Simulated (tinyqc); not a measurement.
Finite-difference solution of the diffusion equation on a small grid: one step, computed by the program tinyqc. Command: `OMP_NUM_THREADS=1 python tinyqc.py 3000392 3000393 out.jsonl fdiff walk`. One thread of a shared host (Intel(R) Xeon(R) Processor @ 2.30GHz), about 0.01 s of CPU time with the checks.

dC/dt = D d2C/dx2 on nodes x_j = j dx, j = 0..8; the far end is sealed.

Task: Time step 1. With r = D dt/dx^2: (1 - theta r M) C(new) = (1 + (1 - theta) r M) C(old); theta = 0 explicit, 1 implicit, 1/2 Crank-Nicolson.

Boundary at x = 0: surface loss. Scheme: Crank-Nicolson.

operator M:
```
      0     1     2     3     4     5     6     7
0  -3.8   2.0   0.0   0.0   0.0   0.0   0.0   0.0
1   1.0  -2.0   1.0   0.0   0.0   0.0   0.0   0.0
2   0.0   1.0  -2.0   1.0   0.0   0.0   0.0   0.0
3   0.0   0.0   1.0  -2.0   1.0   0.0   0.0   0.0
4   0.0   0.0   0.0   1.0  -2.0   1.0   0.0   0.0
5   0.0   0.0   0.0   0.0   1.0  -2.0   1.0   0.0
6   0.0   0.0   0.0   0.0   0.0   1.0  -2.0   1.0
7   0.0   0.0   0.0   0.0   0.0   0.0   1.0  -2.0
8   0.0   0.0   0.0   0.0   0.0   0.0   0.0   2.0

      8
0   0.0
1   0.0
2   0.0
3   0.0
4   0.0
5   0.0
6   0.0
7   1.0
8  -2.0
```

mesh ratio r = 2.295

C at the start (%): 72.00  100.00  72.20  9.45  1.99  0.00  0.00  0.00  0.00

Give: C after step 1.

Result:

C after step 1 (%): 8.46  25.20  32.54  40.28  19.60  8.79  3.64  1.68  1.17

At so large an r Crank-Nicolson steps are stable but let short waves flip sign, so sharp features can overshoot.
